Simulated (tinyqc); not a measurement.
LCCD on RHF in the 6-311g basis, for H2, spin multiplicity 1, step by step. Computed by tinyqc, a small Python program that keeps every step (integrals from PySCF). Settings: charge = 0, multiplicity = 1, basis = 6-311g, method = RHF, energy threshold = 1e-10, iteration cap = 82, orthogonalisation = canonical, start = atomic densities, DIIS depth = 6, amplitude equations = LCCD, DIIS depth for amplitudes = 0, cap on updates = 87. Command: `OMP_NUM_THREADS=1 python tinyqc.py 20945 20946 out.jsonl` (the two numbers bound the seeds that draw the settings). One thread of a shared host (Intel(R) Xeon(R) Processor @ 2.60GHz), about 0.1 s of CPU time with the checks. The early iterations of the SCF are left out here.

## One-electron integrals

Geometry (angstrom):
```
atom        x        y        z
H     0.00000  0.00000  0.00000
H     0.00000  0.00000  0.85900
```

Basis 6-311g: exponents (1/bohr^2) and contraction coefficients of normalised primitives:
```
element  l (shell)  exponent  coefficient
H            s (1)  33.86500      0.02549
H            s (1)   5.09479      0.19037
H            s (1)   1.15879      0.85216
H            s (2)   0.32584      1.00000
H            s (3)   0.10274      1.00000
```

Overlap, kinetic and nuclear-attraction integrals over the contracted functions; the nuclear repulsion is the sum of Za Zb / Rab.

nuclear repulsion = 0.6160387 hartree

overlap S, lower triangle:
```
         1H 1s    1H 2s    1H 3s    2H 1s    2H 2s    2H 3s
1H 1s  1.00000
1H 2s  0.70638  1.00000
1H 3s  0.37366  0.78896  1.00000
2H 1s  0.17676  0.35714  0.29102  1.00000
2H 2s  0.35714  0.65097  0.64220  0.70638  1.00000
2H 3s  0.29102  0.64220  0.87340  0.37366  0.78896  1.00000
```

kinetic energy T (hartree), lower triangle:
```
          1H 1s    1H 2s    1H 3s    2H 1s    2H 2s    2H 3s
1H 1s   2.30435
1H 2s   0.54912  0.48876
1H 3s   0.10635  0.18488  0.15411
2H 1s  -0.04208  0.15081  0.06901  2.30435
2H 2s   0.15081  0.22711  0.12984  0.54912  0.48876
2H 3s   0.06901  0.12984  0.12245  0.10635  0.18488  0.15411
```

nuclear attraction V (hartree), lower triangle:
```
          1H 1s     1H 2s     1H 3s     2H 1s     2H 2s     2H 3s
1H 1s  -2.72692
1H 2s  -1.49384  -1.48761
1H 3s  -0.74308  -1.00426  -0.94392
2H 1s  -0.41870  -0.77315  -0.58900  -2.72692
2H 2s  -0.77315  -1.03602  -0.85293  -1.49384  -1.48761
2H 3s  -0.58900  -0.85293  -0.85475  -0.74308  -1.00426  -0.94392
```

core Hamiltonian H = T + V (hartree), lower triangle:
```
          1H 1s     1H 2s     1H 3s     2H 1s     2H 2s     2H 3s
1H 1s  -0.42257
1H 2s  -0.94472  -0.99885
1H 3s  -0.63673  -0.81938  -0.78981
2H 1s  -0.46079  -0.62234  -0.51999  -0.42257
2H 2s  -0.62234  -0.80892  -0.72309  -0.94472  -0.99885
2H 3s  -0.51999  -0.72309  -0.73230  -0.63673  -0.81938  -0.78981
```

## Two-electron integrals

Functions are numbered as in S; the eight-fold symmetry (ij|kl) = (ji|kl) = (kl|ij) leaves the list below.

Two-electron integrals (ij|kl) in chemists' order, unique and non-zero (hartree):
```
(11|11) 1.39303   (21|11) 0.82297   (21|21) 0.50970   (22|11) 0.82290
(22|21) 0.54303   (22|22) 0.64411   (31|11) 0.41126   (31|21) 0.25776
(31|22) 0.27987   (31|31) 0.13079   (32|11) 0.54368   (32|21) 0.36577
(32|22) 0.45267   (32|31) 0.18980   (32|32) 0.32514   (33|11) 0.49402
(33|21) 0.34012   (33|22) 0.44599   (33|31) 0.17804   (33|32) 0.33178
(33|33) 0.36168   (41|11) 0.17854   (41|21) 0.11450   (41|22) 0.12829
(41|31) 0.05846   (41|32) 0.08783   (41|33) 0.08328   (41|41) 0.03841
(42|11) 0.25792   (42|21) 0.17486   (42|22) 0.21707   (42|31) 0.09088
(42|32) 0.15512   (42|33) 0.15595   (42|41) 0.06479   (42|42) 0.12888
(43|11) 0.18532   (43|21) 0.12724   (43|22) 0.16294   (43|31) 0.06645
(43|32) 0.11838   (43|33) 0.12214   (43|41) 0.04758   (43|42) 0.09988
(43|43) 0.07923   (44|11) 0.61104   (44|21) 0.42553   (44|22) 0.55770
(44|31) 0.22325   (44|32) 0.40769   (44|33) 0.42205   (44|41) 0.17854
(44|42) 0.39889   (44|43) 0.31861   (44|44) 1.39303   (51|11) 0.39889
(51|21) 0.24930   (51|22) 0.26941   (51|31) 0.12640   (51|32) 0.18238
(51|33) 0.17067   (51|41) 0.06479   (51|42) 0.10229   (51|43) 0.07465
(51|44) 0.25792   (51|51) 0.12888   (52|11) 0.47901   (52|21) 0.32042
(52|22) 0.39113   (52|31) 0.16592   (52|32) 0.27876   (52|33) 0.28067
(52|41) 0.09284   (52|42) 0.17204   (52|43) 0.13247   (52|44) 0.47901
(52|51) 0.17204   (52|52) 0.27294   (53|11) 0.37120   (53|21) 0.25355
(53|22) 0.32531   (53|31) 0.13231   (53|32) 0.23848   (53|33) 0.25217
(53|41) 0.07556   (53|42) 0.15021   (53|43) 0.11937   (53|44) 0.43434
(53|51) 0.13755   (53|52) 0.23622   (53|53) 0.21542   (54|11) 0.42553
(54|21) 0.29456   (54|22) 0.38361   (54|31) 0.15427   (54|32) 0.28081
(54|33) 0.29271   (54|41) 0.11450   (54|42) 0.24930   (54|43) 0.19990
(54|44) 0.82297   (54|51) 0.17486   (54|52) 0.32042   (54|53) 0.29271
(54|54) 0.50970   (55|11) 0.55770   (55|21) 0.38361   (55|22) 0.49896
(55|31) 0.20065   (55|32) 0.36788   (55|33) 0.39167   (55|41) 0.12829
(55|42) 0.26941   (55|43) 0.21743   (55|44) 0.82290   (55|51) 0.21707
(55|52) 0.39113   (55|53) 0.36371   (55|54) 0.54303   (55|55) 0.64411
(61|11) 0.31861   (61|21) 0.19990   (61|22) 0.21743   (61|31) 0.10147
(61|32) 0.14755   (61|33) 0.13852   (61|41) 0.04758   (61|42) 0.07465
(61|43) 0.05462   (61|44) 0.18532   (61|51) 0.09988   (61|52) 0.13247
(61|53) 0.10592   (61|54) 0.12724   (61|55) 0.16294   (61|61) 0.07923
(62|11) 0.43434   (62|21) 0.29271   (62|22) 0.36371   (62|31) 0.15199
(62|32) 0.26182   (62|33) 0.26818   (62|41) 0.07556   (62|42) 0.13755
(62|43) 0.10592   (62|44) 0.37120   (62|51) 0.15021   (62|52) 0.23622
(62|53) 0.20492   (62|54) 0.25355   (62|55) 0.32531   (62|61) 0.11937
(62|62) 0.21542   (63|11) 0.41398   (63|21) 0.28559   (63|22) 0.37657
(63|31) 0.14961   (63|32) 0.28118   (63|33) 0.30891   (63|41) 0.07576
(63|42) 0.14800   (63|43) 0.11776   (63|44) 0.41398   (63|51) 0.14800
(63|52) 0.25357   (63|53) 0.23394   (63|54) 0.28559   (63|55) 0.37657
(63|61) 0.11776   (63|62) 0.23394   (63|63) 0.27590   (64|11) 0.22325
(64|21) 0.15427   (64|22) 0.20065   (64|31) 0.08076   (64|32) 0.14700
(64|33) 0.15367   (64|41) 0.05846   (64|42) 0.12640   (64|43) 0.10147
(64|44) 0.41126   (64|51) 0.09088   (64|52) 0.16592   (64|53) 0.15199
(64|54) 0.25776   (64|55) 0.27987   (64|61) 0.06645   (64|62) 0.13231
(64|63) 0.14961   (64|64) 0.13079   (65|11) 0.40769   (65|21) 0.28081
(65|22) 0.36788   (65|31) 0.14700   (65|32) 0.27305   (65|33) 0.29539
(65|41) 0.08783   (65|42) 0.18238   (65|43) 0.14755   (65|44) 0.54368
(65|51) 0.15512   (65|52) 0.27876   (65|53) 0.26182   (65|54) 0.36577
(65|55) 0.45267   (65|61) 0.11838   (65|62) 0.23848   (65|63) 0.28118
(65|64) 0.18980   (65|65) 0.32514   (66|11) 0.42205   (66|21) 0.29271
(66|22) 0.39167   (66|31) 0.15367   (66|32) 0.29539   (66|33) 0.33153
(66|41) 0.08328   (66|42) 0.17067   (66|43) 0.13852   (66|44) 0.49402
(66|51) 0.15595   (66|52) 0.28067   (66|53) 0.26818   (66|54) 0.34012
(66|55) 0.44599   (66|61) 0.12214   (66|62) 0.25217   (66|63) 0.30891
(66|64) 0.17804   (66|65) 0.33178   (66|66) 0.36168
```

## Orthogonalisation

S = U s U^T; canonical form X = U s^(-1/2), so that X^T S X = 1. Each column of U has its largest component positive (the first on a tie).

eigenvalues of S: 0.03941  0.13460  0.22875  0.79707  1.03072  3.76946

X:
```
              1         2         3         4         5        6
1H 1s   0.60737  -0.95278  -0.69780   0.59976   0.60244  0.15546
1H 2s  -2.03921   1.45394   0.98613   0.10274   0.33211  0.23437
1H 3s   2.85675  -0.83249   0.85228  -0.50698   0.10898  0.23140
2H 1s  -0.60737  -0.95278   0.69780   0.59976  -0.60244  0.15546
2H 2s   2.03921   1.45394  -0.98613   0.10274  -0.33211  0.23437
2H 3s  -2.85675  -0.83249  -0.85228  -0.50698  -0.10898  0.23140
```

## Iteration 6 (converged): orbitals

converged F (hartree), lower triangle:
```
          1H 1s     1H 2s     1H 3s     2H 1s     2H 2s     2H 3s
1H 1s   0.63625
1H 2s  -0.39975  -0.33111
1H 3s  -0.44454  -0.37419  -0.25997
2H 1s  -0.44675  -0.46218  -0.41040   0.63625
2H 2s  -0.46218  -0.46063  -0.39484  -0.39975  -0.33111
2H 3s  -0.41040  -0.39484  -0.28114  -0.44454  -0.37419  -0.25997
```

Diagonalise F' = X^T F X, C = X C', fill 1 alpha and 1 beta electrons from the bottom; D = 2 C_occ C_occ^T. Each column has its largest component positive (the first on a tie).

F' = X^T F X (hartree), lower triangle:
```
          1         2         3         4        5         6
1   1.19449
2   0.00000   2.03356
3  -0.93809   0.00000   1.31616
4   0.00000  -0.95129   0.00000   0.82906
5   0.41006   0.00000  -0.79028   0.00000  0.85916
6   0.00000  -0.01106   0.00000  -0.10202  0.00000  -0.55124
```

orbital energies (hartree): MO1 -0.56208, MO2 0.14938, MO3 0.31574, MO4 0.60158, MO5 2.55772, MO6 2.61886

coefficients C:
```
           MO1       MO2       MO3       MO4       MO5       MO6
1H 1s  0.17584   0.09136  -0.04654  -0.09477  -1.12186  -1.09610
1H 2s  0.30341   0.01910  -0.76338  -1.52367   1.22663   1.70857
1H 3s  0.14436   1.89083   0.86664   2.01885  -0.48137  -1.11726
2H 1s  0.17584  -0.09136  -0.04654   0.09477  -1.12186   1.09610
2H 2s  0.30341  -0.01910  -0.76338   1.52367   1.22663  -1.70857
2H 3s  0.14436  -1.89083   0.86664  -2.01885  -0.48137   1.11726
```

D after iteration 6, lower triangle:
```
         1H 1s    1H 2s    1H 3s    2H 1s    2H 2s    2H 3s
1H 1s  0.06184
1H 2s  0.10670  0.18412
1H 3s  0.05077  0.08760  0.04168
2H 1s  0.06184  0.10670  0.05077  0.06184
2H 2s  0.10670  0.18412  0.08760  0.10670  0.18412
2H 3s  0.05077  0.08760  0.04168  0.05077  0.08760  0.04168
```

## Convergence

Stop when the energy changes by less than 1e-10 hartree and every element of the error matrix X^T (F D S - S D F) X is below 3e-06.

Course of the cycle:
```
iteration  E (hartree)     change  largest element of the error matrix
1           -0.7892218          -                             1.74e-01
2           -1.1183023  -3.29e-01                             3.22e-02
3           -1.1190126  -7.10e-04                             6.15e-03
4           -1.1190496  -3.70e-05                             4.01e-04
5           -1.1190497  -6.46e-08                             4.06e-06
6           -1.1190497  -1.06e-11                             5.41e-09
```

PySCF RHF in the same basis = -1.1190497 hartree

Converged in 6 iterations.

## Integrals over molecular orbitals

(pq|rs) = sum C_ip C_jq C_kr C_ls (ij|kl), one index at a time.

one-electron integrals over orbitals h = C^T H C (hartree), lower triangle:
```
          1         2         3         4        5        6
1  -1.17301
2   0.00000  -0.50759
3   0.12778   0.00000  -0.35140
4   0.00000   0.20838   0.00000  -0.26211
5   0.08005   0.00000  -0.15756   0.00000  1.40128
6   0.00000   0.02551   0.00000  -0.21631  0.00000  1.41774
```

Two-electron integrals over orbitals (pq|rs), unique and non-zero (hartree):
```
(11|11) 0.61092    (21|21) 0.05714    (22|11) 0.35705    (22|22) 0.30506
(31|11) -0.12778   (31|22) -0.03061   (31|31) 0.05465    (32|21) 0.01996
(32|32) 0.03514    (33|11) 0.36089    (33|22) 0.27660    (33|31) -0.03749
(33|33) 0.28175    (41|21) -0.06894   (41|32) -0.00136   (41|41) 0.10278
(42|11) -0.13866   (42|22) -0.05091   (42|31) 0.04333    (42|33) -0.04839
(42|42) 0.05893    (43|21) 0.03847    (43|32) 0.01711    (43|41) -0.04592
(43|43) 0.03265    (44|11) 0.48323    (44|22) 0.33078    (44|31) -0.08216
(44|33) 0.31145    (44|42) -0.10354   (44|44) 0.42039    (51|11) -0.08005
(51|22) -0.01347   (51|31) 0.04561    (51|33) -0.02169   (51|42) 0.02835
(51|44) -0.05682   (51|51) 0.07968    (52|21) -0.00412   (52|32) 0.00417
(52|41) 0.01226    (52|43) -0.00981   (52|52) 0.01375    (53|11) 0.10159
(53|22) 0.03390    (53|31) -0.03802   (53|33) 0.03467    (53|42) -0.03589
(53|44) 0.07103    (53|51) -0.04206   (53|53) 0.03495    (54|21) 0.01419
(54|32) -0.01861   (54|41) -0.03849   (54|43) 0.01467    (54|52) -0.02182
(54|54) 0.04788    (55|11) 0.61806    (55|22) 0.35302    (55|31) -0.13608
(55|33) 0.36067    (55|42) -0.14294   (55|44) 0.49092    (55|51) -0.12247
(55|53) 0.12122    (55|55) 0.68056    (61|21) -0.02893   (61|32) 0.01673
(61|41) 0.06145    (61|43) -0.02987   (61|52) 0.02989    (61|54) -0.06078
(61|61) 0.08633    (62|11) -0.02722   (62|22) 0.00943    (62|31) 0.02250
(62|33) -0.00272   (62|42) 0.00669    (62|44) -0.01373   (62|51) 0.03630
(62|53) -0.01640   (62|55) -0.04827   (62|62) 0.02409    (63|21) 0.03146
(63|32) -0.00336   (63|41) -0.05050   (63|43) 0.02230    (63|52) -0.01179
(63|54) 0.03131    (63|61) -0.04595   (63|63) 0.03245    (64|11) 0.13888
(64|22) 0.03055    (64|31) -0.06035   (64|33) 0.04475    (64|42) -0.04784
(64|44) 0.09223    (64|51) -0.07426   (64|53) 0.05055    (64|55) 0.17630
(64|62) -0.03745   (64|64) 0.08848    (65|21) 0.09484    (65|32) 0.00297
(65|41) -0.14273   (65|43) 0.07227    (65|52) -0.03822   (65|54) 0.08760
(65|61) -0.13044   (65|63) 0.08933    (65|65) 0.26835    (66|11) 0.64372
(66|22) 0.36852    (66|31) -0.14994   (66|33) 0.36720    (66|42) -0.15501
(66|44) 0.51807    (66|51) -0.15290   (66|53) 0.13716    (66|55) 0.71979
(66|62) -0.05645   (66|64) 0.19904    (66|66) 0.77917
```

## LCCD: starting amplitudes

t_ij^ab = <ij||ab> / (e_i + e_j - e_a - e_b), whose energy is MP2.

Starting amplitudes (spin orbitals 1a, 1b, ...; amplitudes related by a flip of all spins are not repeated):
```
from      to         t
1a 1b  4a 4b  -0.04416
1a 1b  2a 2b  -0.04016
1a 1b  2a 4b   0.03677
1a 1b  3a 3b  -0.03113
1a 1b  4a 6b  -0.01414
1a 1b  6a 6b  -0.01357
1a 1b  5a 5b  -0.01277
1a 1b  3a 5b  -0.01141
1a 1b  2a 6b   0.00743
```

correlation energy = -0.0190021 hartree

## LCCD: amplitude update 1

t_ij^ab D_ij^ab are set to the remaining terms of the spin-orbital equations, evaluated with the old amplitudes; for the doubles these are <ij||ab> + 1/2 <ab||ef> t_ij^ef + 1/2 <mn||ij> t_mn^ab + P(ij)P(ab) <mb||ej> t_im^ae, D the orbital-energy denominators (linear CCD).

Amplitudes after update 1 (spin orbitals 1a, 1b, ...; amplitudes related by a flip of all spins are not repeated):
```
from      to         t
1a 1b  4a 4b  -0.05951
1a 1b  2a 2b  -0.05674
1a 1b  2a 4b   0.05293
1a 1b  3a 3b  -0.03875
1a 1b  4a 6b  -0.01719
1a 1b  3a 5b  -0.01366
1a 1b  6a 6b  -0.01352
1a 1b  5a 5b  -0.01306
1a 1b  2a 6b   0.01034
```

correlation energy = -0.0249399 hartree

## LCCD: amplitude update 2

As before.

Amplitudes after update 2 (spin orbitals 1a, 1b, ...; amplitudes related by a flip of all spins are not repeated):
```
from      to         t
1a 1b  4a 4b  -0.06520
1a 1b  2a 2b  -0.06423
1a 1b  2a 4b   0.05992
1a 1b  3a 3b  -0.04059
1a 1b  4a 6b  -0.01797
1a 1b  3a 5b  -0.01409
1a 1b  6a 6b  -0.01291
1a 1b  5a 5b  -0.01271
1a 1b  2a 6b   0.01169
```

correlation energy = -0.0271494 hartree

## LCCD: convergence

E_corr = 1/4 sum <ij||ab> t_ij^ab; stop when the norm of the change is below 1e-8.

Course of the amplitude iterations:
```
update  correlation energy (hartree)  norm of the change
0                         -0.0190021                   -
1                         -0.0249399            6.74e-02
2                         -0.0271494            2.79e-02
3                         -0.0280360            1.20e-02
4                         -0.0284042            5.22e-03
5                         -0.0285599            2.29e-03
6                         -0.0286265            1.01e-03
7                         -0.0286552            4.42e-04
8                         -0.0286676            1.95e-04
9                         -0.0286730            8.58e-05
10                        -0.0286754            3.78e-05
11                        -0.0286764            1.66e-05
12                        -0.0286769            7.33e-06
13                        -0.0286771            3.23e-06
14                        -0.0286772            1.42e-06
15                        -0.0286772            6.26e-07
16                        -0.0286772            2.75e-07
17                        -0.0286772            1.21e-07
18                        -0.0286772            5.34e-08
19                        -0.0286772            2.35e-08
20                        -0.0286772            1.03e-08
21                        -0.0286772            4.55e-09
```

Converged amplitudes (spin orbitals 1a, 1b, ...; amplitudes related by a flip of all spins are not repeated):
```
from      to         t
1a 1b  2a 2b  -0.07051
1a 1b  4a 4b  -0.06878
1a 1b  2a 4b   0.06528
1a 1b  3a 3b  -0.04100
1a 1b  4a 6b  -0.01833
1a 1b  3a 5b  -0.01409
1a 1b  2a 6b   0.01283
1a 1b  6a 6b  -0.01240
1a 1b  5a 5b  -0.01239
```

LCCD total energy = -1.1477269 hartree

Converged in 21 updates.
